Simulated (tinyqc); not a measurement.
Ferroelectric with a first-order transition, Landau-Devonshire energy: two steps of the calculation.

One domain with free energy u = al P^2 + be P^4 + ga P^6 - E P, al = a0 (T - T0), be < 0 < ga (P in uC/cm^2, E in kV/cm, u in mJ/cm^3). Equilibrium: E = 2 al P + 4 be P^3 + 6 ga P^5; a state is stable against small changes where dE/dP > 0. The coercive field is that of uniform switching, which real films, switching by domains, do not reach.

Inputs (values chosen for the exercise):
- a0 = 0.037 kV cm/(uC K) (slope of the quadratic coefficient)
- T0 = 700 K (Curie-Weiss temperature)
- be = -0.0098 kV cm^5/uC^3 (quartic coefficient)
- ga = 1.7e-5 kV cm^9/uC^5 (sixth-order coefficient)
- T = 695 K (temperature)
- Ea = 180 kV/cm (applied field)

Constants: eps0 = 8.8541878128e-14 F/cm where lengths are in cm. Results are converted to the units shown.

Problem 1. Spontaneous polarisation, coercive field and susceptibility. Ps^2 = [-be + sqrt(be^2 - 3 al ga)]/(3 ga); Pc^2 = [-3 be + sqrt(9 be^2 - 15 al ga)]/(15 ga), Ec = -E(Pc); susceptibility chi = 1/(eps0 dE/dP).

Give: al; Ps; u(Ps) at E = 0; Pc; Ec; chi at Ps.

Solution 1.

al = -0.18500 kV cm/uC
Ps = 19.838 uC/cm^2
u(Ps) at E = 0 = -554.43 mJ/cm^3
Pc = 15.287 uC/cm^2
Ec = 60.541 kV/cm
chi at Ps = 349.31

Problem 2. Polarisation on the upper branch by Newton steps. f = 2 al P + 4 be P^3 + 6 ga P^5 - Ea, f' = 2 al + 12 be P^2 + 30 ga P^4, P(new) = P - f/f'.

P at the start = 23.8 uC/cm^2
al = -0.185 kV cm/uC

Find: f; f'; P after iteration 1.

Solution 2.

f = 61.634 kV/cm
f' = 96.652 kV cm/uC
P after iteration 1 = 23.162 uC/cm^2

Computed by the program tinyqc: `OMP_NUM_THREADS=1 python tinyqc.py 2860006 2860007 out.jsonl`, one thread of a shared Intel Xeon 2.30GHz, about 0.01 s for the whole run.
